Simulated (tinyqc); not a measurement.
Hueckel theory of the pi electrons with the omega technique, for the molecule BC=CC=O (SMILES; centres numbered as the heavy atoms are written), step by step. One step of it, computed by the program tinyqc.

Task: Omega technique, round 1. h_r = h_r(0) + omega q_r, omega = 1.4, with q_r = z_r - P_rr; 0.3 of the old diagonal is kept.

Hueckel matrix in units of beta (H = alpha + beta A), order 1B, 2C, 3C, 4C, 5O:
$$\begin{pmatrix}
-1.010000 & 0.790000 & 0.000000 & 0.000000 & 0.000000 \\
0.790000 & 0.000000 & 1.000000 & 0.000000 & 0.000000 \\
0.000000 & 1.000000 & 0.000000 & 1.000000 & 0.000000 \\
0.000000 & 0.000000 & 1.000000 & 0.000000 & 1.000000 \\
0.000000 & 0.000000 & 0.000000 & 1.000000 & 0.860000
\end{pmatrix}$$

charge and bond-order matrix P, order 1B, 2C, 3C, 4C, 5O:
$$\begin{pmatrix}
0.121218 & 0.330705 & 0.291960 & 0.038768 & -0.177854 \\
0.330705 & 0.913588 & 0.840954 & 0.194003 & -0.371923 \\
0.291960 & 0.840954 & 0.876942 & 0.438404 & 0.014654 \\
0.038768 & 0.194003 & 0.438404 & 0.697593 & 0.822929 \\
-0.177854 & -0.371923 & 0.014654 & 0.822929 & 1.390658
\end{pmatrix}$$

Centres:
```
centre  z_r, pi electrons of the neutral centre          h
1B                                            0  -1.010000
2C                                            1   0.000000
3C                                            1   0.000000
4C                                            1   0.000000
5O                                            1   0.860000
```

Give: matrix after round 1.

Result:

matrix after round 1, order 1B, 2C, 3C, 4C, 5O:
$$\begin{pmatrix}
-1.129 & 0.790 & 0.000 & 0.000 & 0.000 \\
0.790 & 0.085 & 1.000 & 0.000 & 0.000 \\
0.000 & 1.000 & 0.121 & 1.000 & 0.000 \\
0.000 & 0.000 & 1.000 & 0.296 & 1.000 \\
0.000 & 0.000 & 0.000 & 1.000 & 0.477
\end{pmatrix}$$
